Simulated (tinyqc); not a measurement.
What moves the results: thin (001) film in sp3s* tight binding with raised dangling bonds. A value that a table varies takes the place of the one given here.

Planes alternate anion (a), cation (c) along [001], a/4 apart, starting with an anion; zero in-plane momentum; levels counted from the bulk Ev, the lower root of [[Epa, Vxx], [Vxx, Epc]]; no spin-orbit coupling. Block of s, pz, s*: from an anion to the cation above, Vss/2 (s,s), Vsapc/2 (s,z), -Vscpa/2 (z,s), Vxx/2 (z,z), Vxapc/2 (s*,z), -Vpaxc/2 (z,s*); to the cation below the same with the s-z and s*-z signs reversed. Block of u = (px + py)/sqrt2 and v = (px - py)/sqrt2: to the cation above (Vxx + Vxy)/2 for u and (Vxx - Vxy)/2 for v, to the cation below the reverse. Each surface atom has two dangling sp3 hybrids; raising both by dl adds (dl/2) [[1, t], [t, 1]] to its s, pz levels (t = -1 at the bottom face, +1 at the top) and dl to the one of u, v in whose plane the missing bonds lie (v for a bottom anion or a top cation, u for a top anion).

Parameters, chosen for this exercise (near a published set for Si, fitted to gaps, whose masses and valley positions are rough; not measured data): p = (-4.172, 1.729, -4.172, 1.729, 6.699, 6.699, -8.251, 1.712, 4.546, 5.715, 5.715, 5.34, 5.34) eV (order Esa, Epa, Esc, Epc, Exa, Exc, Vss, Vxx, Vxy, Vsapc, Vscpa, Vxapc, Vpaxc); Nw = 18 (planes in the thicker film); a = 5.429 angstrom (lattice constant); dp = 30 eV (value of dl for the passivated films); Ns = (10, 11, 12, 16, 25, 36, 42, 70) (numbers of planes); N0 = 20 (first number of planes).

## States in the gap of a film

edges (eV): Gamma 3.42400, Delta 1.19259

Levels between 0 and the lower bulk edge, the largest weight on the two outer planes of both faces among them, and the nearest levels outside, for several shifts dl.

Film of Nw planes:

| dl (eV) | levels in the gap | at (eV) | surface weight | next above (eV) | next below (eV) |
|---|---|---|---|---|---|
| 0 | 2 | 0.234, 0.326 | 0.76 | 1.2683 | -0.1060 |
| 1 | 2 | 0.733, 0.768 | 0.83 | 1.2684 | -0.1060 |
| 2 | 1 | 1.183 | 0.44 | 1.2127 | -0.1060 |
| 3 | 0 | - | - | 1.2497 | -0.1060 |
| 5 | 0 | - | - | 1.2615 | -0.1060 |
| 10 | 0 | - | - | 1.2655 | -0.1060 |
| 30 | 0 | - | - | 1.2673 | -0.1060 |
| 100 | 0 | - | - | 1.2678 | -0.1060 |

Can the levels of the bare film be read as confined subbands?

No: with bare surfaces (dl = 0) 2 levels lie in the bulk gap, with up to 76 % of the weight on the four outer planes, two a face, where an even spread gives 22 %; these are dangling-bond states, not subbands. The reruns show the bulk gap clear from dl = 3 eV on, and at dl = 30 eV the next level above lies -0.5 meV from its value at 100 eV.

## Gap against thickness

Passivated films (finite dp, so levels can still be some meV from their limit), thickness N a/4. Highest level below mid-gap (either block) and the two lowest above it. The exponents are -d ln(shift)/d ln N between the sixth and the last film, for the valence level and for the mean of the two conduction levels.

Levels (eV):

| N | thickness (angstrom) | Ev1 | Ec1 | Ec2 | gap |
|---|---|---|---|---|---|
| 10 | 13.57 | -0.2594 | 1.4099 | 1.4190 | 1.6694 |
| 11 | 14.93 | -0.2643 | 1.3616 | 1.4004 | 1.6259 |
| 12 | 16.29 | -0.1993 | 1.3428 | 1.3623 | 1.5421 |
| 16 | 21.72 | -0.1281 | 1.2816 | 1.2914 | 1.4097 |
| 25 | 33.93 | -0.0663 | 1.2309 | 1.2348 | 1.2972 |
| 36 | 48.86 | -0.0322 | 1.2118 | 1.2132 | 1.2440 |
| 42 | 57.00 | -0.0243 | 1.2070 | 1.2076 | 1.2313 |
| 70 | 95.01 | -0.0094 | 1.1980 | 1.1980 | 1.2074 |

exponents: valence 1.85, conduction 1.96

The gap is 1.669 eV at 13.6 angstrom and 1.207 eV at 95.0, against 1.193 eV in the bulk along this line. At 16 planes the conduction side gives 89 meV of the widening and the valence side 128 meV. A hard-walled parabolic band has exponent 2; departures come from the offset between N a/4 and the effective width, from non-parabolicity and from the termination (odd and even N end differently: in the direction of the bond rows at the two faces and, in a compound, in the kind of atom), which also makes single steps in N uneven. Ec1 and Ec2 are the doublet of the two Delta valleys along the normal.

## Valley splitting plane by plane

kz of the minimum = 0.73093 2 pi/a

Ten passivated films from N0 planes on; the phase is N pi k0/2 modulo pi, k0 the position of the bulk minimum.

Lowest doublet:

| N | phase/pi | mean shift (meV) | splitting (meV) |
|---|---|---|---|
| 20 | 0.309 | 61.67 | 6.007 |
| 21 | 0.675 | 56.12 | 1.408 |
| 22 | 0.040 | 51.47 | 5.596 |
| 23 | 0.406 | 47.21 | 2.957 |
| 24 | 0.771 | 43.51 | 2.201 |
| 25 | 0.137 | 40.28 | 3.941 |
| 26 | 0.502 | 37.30 | 1.139 |
| 27 | 0.868 | 34.71 | 2.314 |
| 28 | 0.233 | 32.37 | 2.633 |
| 29 | 0.598 | 30.22 | 0.071 |

The splitting ranges from 0.07 meV (N = 29) to 6.01 meV (N = 20), while the mean shift goes from 62 to 30 meV and falls steadily. The splitting changes direction 6 times in these ten films, and one plane more changes it by up to 4.60 meV: it hangs on the phase between the two faces, which is why atomic steps matter.

## What each change does

A film of Nw planes with shift dp: highest level below mid-gap (half the lower bulk edge) and the two lowest above. Each row changes one parameter from the base and keeps the others.

Results:

| case | Ev1 (eV) | Ec1 (eV) | Ec2 (eV) |
|---|---|---|---|
| base | -0.1060 | 1.2673 | 1.2681 |
| Nw = 20 | -0.0892 | 1.2513 | 1.2573 |
| dp = 60 eV | -0.1060 | 1.2677 | 1.2681 |

The largest shifts from the base row, up to three for each result and ties (the steps differ in size, so this ranks the rows, not the parameters). Ev1 (eV): Nw +0.0168; unchanged at the printed digits by dp. Ec1 (eV): Nw -0.0161, dp +0.0004. Ec2 (eV): Nw -0.0109; unchanged at the printed digits by dp. An odd change of Nw also changes which atoms end the film, so levels need not move as thickness alone would move them; the row for dp shows how far the passivation is from converged.

tinyqc: `OMP_NUM_THREADS=1 python tinyqc.py 1452432 1452433 out.jsonl`; about 0.3 s, one thread, shared Intel(R) Xeon(R) Processor @ 2.30GHz.
